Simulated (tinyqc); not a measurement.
# Threshold-voltage variability of a planar MOSFET, analytic estimates: effect of the correlation length of the roughness

Three independent sources add in quadrature: random dopants in the depleted layer, metal-gate grains of two orientations, and roughness of the two gate edges acting through the roll-off VT = VT(long) - Vr exp(-L/l). These are first-order estimates: no three-dimensional electrostatics, no percolation.

ni = sqrt(Nc Nv) exp(-Eg/(2 Vt)), Eg in volts; Cox = 3.9 eps0/ti; Wd = sqrt(4 eps0 eps_r Vt ln(Na/ni)/(q Na)); dopants: s1 = (q/Cox) sqrt(Na Wd/(3 L W)). Grains: Ng = L W/G^2 (at least 1), s2 = dW sqrt(p (1 - p)/Ng). Edges, with exponential correlation and u = W/La: the mean gate length has sL^2 = 2 De^2 (2/u)[1 - (1 - exp(-u))/u]; s3 = sL (Vr/l) exp(-L/l). s = sqrt(s1^2 + s2^2 + s3^2). l and Vr are held fixed.

Values chosen for this exercise; material values close to those of silicon: temperature T = 300 K; band gap Eg = 1.13 eV; relative permittivity of the semiconductor eps_r = 11.7; conduction-band density of states at T Nc = 2.82e19 cm^-3; valence-band density of states at T Nv = 2.67e19 cm^-3; channel doping Na = 6.7e17 cm^-3; oxide-equivalent thickness in inversion ti = 2.2 nm; gate length L = 25 nm; gate width W = 56 nm; metal grain size G = 15 nm; work-function difference of the two grain orientations dW = 0.1 eV; share of the orientation of higher work function p = 0.5; rms roughness of one gate edge De = 1.9 nm; decay length of the threshold roll-off l = 6.2 nm; prefactor of the roll-off Vr = 1.4 V.

Constants: q = 1.602176634e-19 C, kB = 1.380649e-23 J/K, Vt = kB T/q, eps0 = 8.8541878128e-14 F/cm where lengths are in cm. Results are converted to the units shown.

The same in every row: s1 (mV) = 26.59; s2 (mV) = 20.04.

Results:
```
La (nm),s3 (mV),s (mV),s sqrt(L W) (mV um)
2,2.824,33.42,1.251
5,4.339,33.58,1.257
20,7.414,34.12,1.277
40,8.740,34.43,1.288
80,9.639,34.67,1.297
160,10.17,34.82,1.303
```

Estimate the missing row, La = 10 nm.

Computed row:
```
La (nm),s3 (mV),s (mV),s sqrt(L W) (mV um)
10,5.830,33.81,1.265
```

With this row back in the table: As La goes from 2 to 160 nm, s rises from 33.4 to 34.8 mV. The dopants are the largest source in the first and the last row. The edge term s3 rises from 2.82 to 10.2 mV: a longer correlation averages out less along the width. In every row the depletion depth exceeds L, so source and drain share much of the charge and s1 is rough.

Computed by the program tinyqc: `OMP_NUM_THREADS=1 python tinyqc.py 2090102 2090103 out.jsonl`, one thread of a shared Intel Xeon 2.30GHz, about 0.02 s for the whole run.
